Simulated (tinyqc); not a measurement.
Electron density from the centroid.

Inverse problem. In the Fang-Howard model the centroid is 3/b with b^3 = 6 (mz1/C) q (Nd + 11 Ns/32)/(eps0 eps_r), C = hbar^2/(2 m0), the field in eV/nm. Find b and Ns.

Parameters, values chosen for the exercise; masses and permittivity close to those of germanium (100):

| symbol | value | unit | meaning |
|---|---|---|---|
| eps_r | 15.9 |  | relative permittivity |
| mz1 | 0.119 | m0 | mass along z of valley set A (4 valley(s)) |
| Nd | 3.5e12 | cm^-2 | sheet density of depletion charge |

Constants: q = 1.602176634e-19 C, hbar = 1.054571817e-34 J s, m0 = 9.1093837015e-31 kg, eps0 = 8.8541878128e-14 F/cm where lengths are in cm, hbar^2/(2 m0) = 0.0380998212 eV nm^2. Results are converted to the units shown.

centroid = 3.1412279 nm

Solution. b = 3/centroid gives Nd + 11 Ns/32, from which the depletion charge is taken off.

b = 0.9550 1/nm
Ns = 1.700e12 cm^-2

Numbers from tinyqc (`OMP_NUM_THREADS=1 python tinyqc.py 2160165 2160166 out.jsonl`; about 0.4 s on one thread of a shared Intel Xeon 2.30GHz).
